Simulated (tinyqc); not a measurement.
Energy conservation against the time step: molecular dynamics of a small cluster by velocity Verlet steps. Computed by tinyqc, a small Python program. Command: `OMP_NUM_THREADS=1 python tinyqc.py 3030759 3030760 out.jsonl verlet walk`. One thread of a shared host (Intel(R) Xeon(R) Processor @ 2.30GHz), about 0.07 s of CPU time with the checks.

E = sum_(i<j) phi(r_ij), phi(r) = eps [exp(-2 alpha (r - r0)) - 2 exp(-alpha (r - r0))]; the force on i is -sum_j phi'(r_ij) (R_i - R_j)/r_ij.

Inputs (values chosen for the exercise, for model atoms): length r0 = 2.38 angstrom; well depth eps = 0.27 eV; stiffness alpha = 2.34 1/angstrom; atomic mass M = 187 u; time step dt = 11 fs; steps = 100.

Potential: Morse.

starting positions (angstrom), rows atom 1, atom 2, atom 3, atom 4, atom 5, columns x, y, z:
$$\begin{pmatrix}
-0.04 & 0.03 & 0.01 \\
2.42 & 0 & 0.01 \\
1.22 & 2.04 & 0.03 \\
1.18 & 0.65 & 1.92 \\
1.17 & 0.66 & -1.96
\end{pmatrix}$$

starting velocities (angstrom/fs), rows atom 1, atom 2, atom 3, atom 4, atom 5, columns x, y, z:
$$\begin{pmatrix}
0.00046 & -0.00043 & 0.00029 \\
-0.00045 & 0.00129 & -0.00058 \\
0.00106 & -0.00149 & 0.00039 \\
-0.00093 & 0.00019 & 0.00066 \\
-0.00015 & 0.00044 & -0.00077
\end{pmatrix}$$

Constants: 1 eV/(angstrom u) = 9.648533212e-03 angstrom/fs^2; k_B = 8.617333262e-05 eV/K.

Method:
- Relax the cluster, diagonalise the Hessian (central differences): omega_max = sqrt(c lambda_max/M). Verlet steps are stable for omega_max dt < 2.
- Velocity Verlet: a = c F/M with c = 9.648533212e-3 angstrom/fs^2 per eV/(angstrom u); R(new) = R + v dt + a dt^2/2; v(new) = v + (a + a(new)) dt/2. Kinetic energy K = M v^2/(2c); temperature T = 2K/((3N - 3) k_B), rotation of the cluster included.
- Runs without thermostat over the same span of time, steps x dt; spread = largest minus smallest value. For contrast, the energy gained over the first 30 dt (dt of the inputs) by explicit Euler steps: R(new) = R + v dt, v(new) = v + a dt.

omega_max dt = 0.280419

Energy error (eV):
```
dt (fs)  omega_max dt  Verlet, spread of U + K  Euler, gain in U + K
1.375         0.03505               9.6707e-06                0.0148
2.750         0.07010               3.8657e-05                0.0326
5.500         0.14021               1.5523e-04                0.0792
11.000        0.28042               6.2710e-04                0.2308
22.000        0.56084               2.6568e-03                0.7690
33.000        0.84126               6.3117e-03                1.5113
```

The Verlet error grows as dt^2.00 between the first rows, the second order of the method. Euler steps gain energy steadily: over that short span the gain in the first row is already 1500 times the Verlet spread of the whole run, and it grows as dt^1.14, tending to the first order of that method as dt shrinks. Caution: where the Euler gain approaches or exceeds the binding energy the cluster has blown apart.

Extremes, crossings and ranges named in words are read from the listed rows.
